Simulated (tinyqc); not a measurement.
Deep trap from a strong local potential in a two-band host (Koster-Slater model with semi-elliptic bands). Inputs raised by 2 %, one at a time. Computed by tinyqc, a small Python program. Command: `OMP_NUM_THREADS=1 python tinyqc.py 3028596 3028597 out.jsonl deeptrap sens`. One thread of a shared host (Intel(R) Xeon(R) Processor @ 2.30GHz), about 0.02 s of CPU time with the checks.

The valence band spans -2 W_v to 0 and the conduction band E_g to E_g + 2 W_c. The orbital at the impurity site has weight f_v in the valence band and 1 - f_v in the conduction band, each spread as a semi-ellipse (2/(pi W^2)) sqrt(W^2 - x^2) about the band centre. The impurity adds U to this orbital. Spin is left out.

Inputs (values chosen for the exercise, with a gap close to that of diamond):
```
quantity                                value  unit
gap E_g                                  5.42    eV
half-width of the valence band W_v        2.8    eV
half-width of the conduction band W_c     4.5    eV
valence weight f_v of the site orbital   0.46     -
impurity potential U                    -9.11    eV
```

Impurity: attractive, donor-like.

Method:
- In the gap G(E) = f_v (2/W_v^2)[x - sqrt(x^2 - W_v^2)] - (1 - f_v)(2/W_c^2)[y - sqrt(y^2 - W_c^2)], x = E + W_v, y = E_g + W_c - E.
- G falls across the gap from G(0) to G(E_g). A repulsive U binds if U > 1/G(0), an attractive one if U < 1/G(E_g); the vacancy level (U infinite) solves G(E) = 0 (bisection).
- The trap level solves G(E) = 1/U (bisection). With D = -dG/dE = D_v + D_c, D_v = f_v (2/W_v^2)[x/sqrt(x^2 - W_v^2) - 1] and D_c = (1 - f_v)(2/W_c^2)[y/sqrt(y^2 - W_c^2) - 1], the weight on the impurity orbital is 1/(U^2 D) and the conduction-band character is D_c/D.

Runs:
```
input moved                                  from       to  trap level E_t (eV)  weight on the impurity orbital  vacancy level (eV)  conduction-band character
base run                                        -        -               5.1458                         0.10533              2.8769                    0.92969
gap E_g (eV)                                 5.42   5.5284               5.2467                         0.10740              2.9285                    0.93028
half-width of the valence band W_v (eV)       2.8    2.856               5.1426                         0.10620              2.8553                    0.92985
half-width of the conduction band W_c (eV)    4.5     4.59               5.1699                         0.10187              2.9042                    0.93245
valence weight f_v of the site orbital       0.46   0.4692               5.1806                         0.09815              2.9724                    0.93381
impurity potential U (eV)                   -9.11  -9.2922               5.1266                         0.10569              2.8769                    0.92620
```

Exponents ln(y'/y) / ln(x'/x):
```
input                                   trap level E_t  weight on the impurity orbital  vacancy level  conduction-band character
gap E_g                                          0.980                           0.981          0.899                      0.032
half-width of the valence band W_v              -0.032                           0.413         -0.379                      0.009
half-width of the conduction band W_c            0.235                          -1.688          0.478                      0.150
valence weight f_v of the site orbital           0.340                          -3.564          1.650                      0.223
impurity potential U                            -0.189                           0.172          0.000                     -0.190
```

Among the inputs moved here: trap level E_t answers most in size to gap E_g (exponent +0.980), next to valence weight f_v of the site orbital (+0.340). Weight on the impurity orbital answers most in size to valence weight f_v of the site orbital (exponent -3.564), next to half-width of the conduction band W_c (-1.688). Vacancy level answers most in size to valence weight f_v of the site orbital (exponent +1.650), next to gap E_g (+0.899); its exponent is below 0.0005 for impurity potential U. conduction-band character answers most in size to valence weight f_v of the site orbital (exponent +0.223), next to impurity potential U (-0.190).
